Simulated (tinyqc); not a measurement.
Inside a calculation. Method: Luttinger-Kohn k.p, four valence bands. One step of it, computed by the program tinyqc.

Task: Levels at k. Diagonalise the Hermitian matrix.

H(k) at k (eV), order 3/2, 1/2, -1/2, -3/2:
```
[[0.084441, 0.034286+0.005854i, -0.030263-0.013333i, 0.000000],
 [0.034286-0.005854i, 0.061273, 0.000000, -0.030263-0.013333i],
 [-0.030263+0.013333i, 0.000000, 0.061273, -0.034286-0.005854i],
 [0.000000, -0.030263+0.013333i, -0.034286+0.005854i, 0.084441]]
```

Give: eigenvalues.

Result:

eigenvalues (eV): [0.0235, 0.0235, 0.1222, 0.1222]
